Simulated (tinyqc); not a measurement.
Worked calculation: UHF in the 3-21g basis, for H2, spin multiplicity 1. One step of it, computed by the program tinyqc.

Question. Iteration 2: diagonalisation and new density. Diagonalise F' = X^T F X, C = X C', fill 1 alpha and 1 beta electrons from the bottom; D(s) = C_occ C_occ^T. Each column has its largest component positive (the first on a tie).

F(alpha) (hartree), lower triangle:
```
,1H 1s,1H 2s,2H 1s,2H 2s
1H 1s,0.121884
1H 2s,-0.480673,-0.349640
2H 1s,-0.322407,-0.322093,0.384963
2H 2s,-0.392194,-0.340982,-0.286643,-0.209435
```

F(beta) (hartree), lower triangle:
```
,1H 1s,1H 2s,2H 1s,2H 2s
1H 1s,0.384963
1H 2s,-0.286643,-0.209435
2H 1s,-0.322407,-0.392194,0.121884
2H 2s,-0.322093,-0.340982,-0.480673,-0.349640
```

X, lower triangle:
```
,1H 1s,1H 2s,2H 1s,2H 2s
1H 1s,1.239398
1H 2s,-0.484105,1.523263
2H 1s,0.011945,0.022309,1.239398
2H 2s,0.022309,-0.523953,-0.484105,1.523263
```

Give: F' = X^T F X; orbital energies; coefficients C; F' = X^T F X; orbital energies; coefficients C; D(alpha) after iteration 2; D(beta) after iteration 2.

Answer.

F' = X^T F X (alpha) (hartree), lower triangle:
```
,1,2,3,4
1,0.6617
2,-0.6798,0.2060
3,-0.1502,-0.1183,0.8704
4,-0.1448,-0.2054,-0.5734,0.3035
```

orbital energies (alpha) (hartree): MO1 -0.4994, MO2 0.1626, MO3 1.1295, MO4 1.2489

coefficients C (alpha):
```
,MO1,MO2,MO3,MO4
1H 1s,0.2979,-0.1412,1.1617,0.5593
1H 2s,0.5270,-0.9303,-1.0262,-0.7959
2H 1s,0.1741,0.1695,0.5536,-1.1856
2H 2s,0.2436,1.1086,-0.2470,1.2167
```

F' = X^T F X (beta) (hartree), lower triangle:
```
,1,2,3,4
1,0.8704
2,-0.5734,0.3035
3,-0.1502,-0.1448,0.6617
4,-0.1183,-0.2054,-0.6798,0.2060
```

orbital energies (beta) (hartree): MO1 -0.4994, MO2 0.1626, MO3 1.1295, MO4 1.2489

coefficients C (beta):
```
,MO1,MO2,MO3,MO4
1H 1s,0.1741,0.1695,0.5536,-1.1856
1H 2s,0.2436,1.1086,-0.2470,1.2167
2H 1s,0.2979,-0.1412,1.1617,0.5593
2H 2s,0.5270,-0.9303,-1.0262,-0.7959
```

D(alpha) after iteration 2, lower triangle:
```
,1H 1s,1H 2s,2H 1s,2H 2s
1H 1s,0.0888
1H 2s,0.1570,0.2777
2H 1s,0.0519,0.0918,0.0303
2H 2s,0.0726,0.1284,0.0424,0.0593
```

D(beta) after iteration 2, lower triangle:
```
,1H 1s,1H 2s,2H 1s,2H 2s
1H 1s,0.0303
1H 2s,0.0424,0.0593
2H 1s,0.0519,0.0726,0.0888
2H 2s,0.0918,0.1284,0.1570,0.2777
```
